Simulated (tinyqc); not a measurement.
Do the excited 1s states matter for ionisation? Model: valley-orbit splitting of a donor ground state, with strain. Computed by tinyqc, a small Python program. Command: `OMP_NUM_THREADS=1 python tinyqc.py 3005253 3005254 out.jsonl valleyorbit walk`. One thread of a shared host (Intel(R) Xeon(R) Processor @ 2.30GHz), about 0.01 s of CPU time with the checks.

The basis is the 1s envelope in each valley; energies are counted from the unstrained conduction-band edge. The strain is e_s (a a^T - 1/3) for the unit stress axis a, so valley j along n_j moves by Xi_u e_s w_j with w_j = (n_j.a)^2 - 1/3: -1/3 for x and y, +2/3 for z.

Inputs (values chosen for the exercise, modelled on donors in silicon): single-valley binding energy E_0 = 31.7 meV; central-cell shift Lambda = 2.08 meV; coupling Delta_1 = 3.44 meV; coupling Delta_2 = 2.19 meV; shear deformation potential Xi_u = 8.94 eV; donor density N_D = 3e+14 cm^-3; density-of-states mass of one valley m_e = 0.329 m_0.

Valleys: six along <100>. Stress axis: [001].

Constants: k_B = 8.617333262e-05 eV/K; m_0 = 9.1093837015e-31 kg; k_B = 1.380649e-23 J/K; h = 6.62607015e-34 J s.

Method:
- By symmetry: E(A1) = E_0 + Lambda + 4 Delta_1 + Delta_2 (one state), E(T2) = E_0 + Lambda - Delta_2 (three), E(E) = E_0 + Lambda - 2 Delta_1 + Delta_2 (two), as binding energies.
- H_jj = -(E_0 + Lambda) + Xi_u e_s w_j; H_jk = -Delta_2 between opposite valleys and -Delta_1 between perpendicular ones.
- z = sum over levels of exp(-(E - E_ground)/k_B T), the ground-state share being 1/z; N_c = 2 (2 pi m_e k_B T/h^2)^(3/2) sum_j exp(-(shift_j - lowest shift)/k_B T); n1 = N_c/(2 z) exp(-binding/k_B T), binding = lowest shift - E_ground; without compensation n = 2 N_D/(1 + sqrt(1 + 4 N_D/n1)) (Boltzmann statistics; p and higher states left out).
- No strain here. The last two columns set z = 1, with the A1 depth, or use one level at E_0 with z equal to the number of valleys.

E(A1) = 49.73 meV

Ionised share:
```
T (K)       z  all 1s states  ground state alone  no splitting
29     1.0026     1.7968e-03          1.7992e-03       0.02674
48     1.0510     1.2323e-01          1.2612e-01       0.38264
72     1.2330     6.8526e-01          7.1899e-01       0.86616
100    1.5478     9.5075e-01          9.6708e-01       0.97521
140    2.0284     9.9185e-01          9.9595e-01       0.99456
230    2.9072     9.9888e-01          9.9961e-01       0.99907
380    3.7889     9.9974e-01          9.9993e-01       0.99977
```

What follows from these numbers?

z grows from 1.003 to 3.79 of at most 6. Leaving out the excited states overstates the ionised share by up to 4.9 % (at 72.0 K); ignoring the splitting misses by a factor 14.9 at the lowest T and 1.00 at the highest.

Extremes, crossings and ranges named in words are read from the listed rows.
